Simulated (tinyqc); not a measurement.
## Junction parameters from two forward currents

Problem. D(v) = J1 (exp(v/Vt) - 1) + J2 (exp(v/(2 Vt)) - 1). Find J1, J2 and the voltage 2 Vt ln(J2/J1) near which both parts are equal.

Inputs (values chosen for the exercise):
```
symbol  value  unit      meaning
T         358     K  temperature
```

Constants: q = 1.602176634e-19 C, kB = 1.380649e-23 J/K, Vt = kB T/q. Results are converted to the units shown.

junction voltages (V): [0.26, 0.69]
currents (uA/um): [1.0718112e-7, 0.023361071]

Solution. The current is linear in J1 and J2, so two points give two equations.

J1 = 4.50e-12 uA/um
J2 = 1.30e-9 uA/um
crossover = 0.350 V

Computed by the program tinyqc: `OMP_NUM_THREADS=1 python tinyqc.py 2182079 2182080 out.jsonl`, one thread of a shared Intel Xeon 2.30GHz, about 0.2 s for the whole run.
